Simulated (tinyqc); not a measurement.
Which roughness does what: X-ray reflectivity of a thin film on silicon: critical angles, Parratt recursion, fringes and roughness. Computed by tinyqc, a small Python program. Command: `OMP_NUM_THREADS=1 python tinyqc.py 3121214 3121215 out.jsonl xrr walk`. One thread of a shared host (Intel(R) Xeon(R) Processor @ 2.30GHz), about 0.01 s of CPU time with the checks.

n = 1 - delta + i beta; the classical electron radius is r_e = 2.8179403e-6 nm. Layer 0 is vacuum, 1 the film, 2 the substrate.

Inputs (values chosen for the exercise, modelled on TiN on silicon, copper K-alpha radiation):
```
quantity                                        value     unit
wavelength lambda                             0.15406       nm
film density rho                                  4.9   g/cm^3
effective electrons per unit mass, film          0.47    mol/g
beta/delta, film                                0.072        -
film thickness d                                 12.1       nm
roughness of the surface sigma_1                  0.6       nm
roughness of the interface sigma_2               0.14       nm
substrate density                                2.33   g/cm^3
effective electrons per unit mass, substrate    0.507    mol/g
beta/delta, substrate                           0.023        -
grazing angle theta                              1.01  degrees
```

Constants: N_A = 6.02214076e+23 1/mol.

Method:
- delta = r_e lambda^2 rho_e/(2 pi), rho_e = density x electrons per mass x N_A; critical angle sqrt(2 delta), q_c = 4 sqrt(pi r_e rho_e).
- k_j = (2 pi/lambda) sqrt(sin^2 theta - 2 delta_j + 2 i beta_j); r_ij = (k_i - k_j)/(k_i + k_j) x exp(-2 k_i k_j sigma^2) (Nevot-Croce); r = (r_01 + r_12 p)/(1 + r_01 r_12 p), p = exp(2 i k_1 d); R = |r|^2.
- Far above the critical angle the period is d theta = lambda/(2 d), or 2 pi/d in q; the envelope runs between (|r_01| - |r_12 p|)^2 and (|r_01| + |r_12 p|)^2; contrast = 2 a b/(a^2 + b^2) with a = |r_01|, b = |r_12 p|; roughness factors on the amplitudes are about exp(-q^2 sigma^2/2).
- R is averaged over one period above each angle (64 points); contrast = (max - min)/(max + min) of R theta^4 over that period. Cases: smooth; only sigma_1; only sigma_2; both.

period in theta = 0.364752 degrees

Constants:
```
layer      rho_e (1/nm^3)        delta         beta  critical angle (degrees)  q_c (1/nm)
film              1386.90  1.47631e-05  1.06294e-06                  0.311334    0.443224
substrate          711.40  7.57263e-06  1.74170e-07                  0.222977    0.317437
```

Mean R and contrast:
```
theta (degrees)    R smooth  contrast  R, sigma_1  contrast, sigma_1  R, sigma_2  contrast, sigma_2     R, both  contrast, both
0.8              9.3065e-04   0.77825  5.7640e-04            0.96570  9.2558e-04            0.76746  5.7117e-04         0.96027
1.2              2.4298e-04   0.77716  1.0542e-04            0.99850  2.3991e-04            0.75754  1.0236e-04         0.99967
1.8              4.5654e-05   0.77609  1.0129e-05            0.86920  4.4528e-05            0.74121  8.9332e-06         0.89697
2.5              1.3552e-05   0.77957  2.6246e-06            0.32362  1.2957e-05            0.71230  1.9800e-06         0.35289
3.5              4.0174e-06   0.78256  7.6321e-07            0.03886  3.7067e-06            0.65039  4.4905e-07         0.07395
```

What follows from these numbers?

At 2.5 degrees sigma_1 alone multiplies the mean R by 0.19 and sigma_2 alone by 0.96; the contrast goes from 0.78 (smooth) to 0.32 and 0.71.
